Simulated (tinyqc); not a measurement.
## Gain of the pnp from the holding current

Inverse problem. On state with both base-emitter voltages at Von: npn base current Ib = (Von/Rs + bp Von/Rw)/(bn bp - 1), holding current Ih = (bn + 1) Ib + Von/Rs. Find bp.

Parameters, values chosen for the exercise:
- bn = 18 (current gain of the npn)
- Rs = 700 ohm (substrate resistance shunting the npn)
- Rw = 1200 ohm (well resistance shunting the pnp)
- Von = 0.67 V (base-emitter voltage in the on state)

Ih = 1.7492492 mA

Solution. Ih gives Ib, and Ib (bn bp - 1) = Von/Rs + bp Von/Rw is linear in bp.

bp = 5.200

Numbers from tinyqc (`OMP_NUM_THREADS=1 python tinyqc.py 2670071 2670072 out.jsonl`; about 0.04 s on one thread of a shared Intel Xeon 2.30GHz).
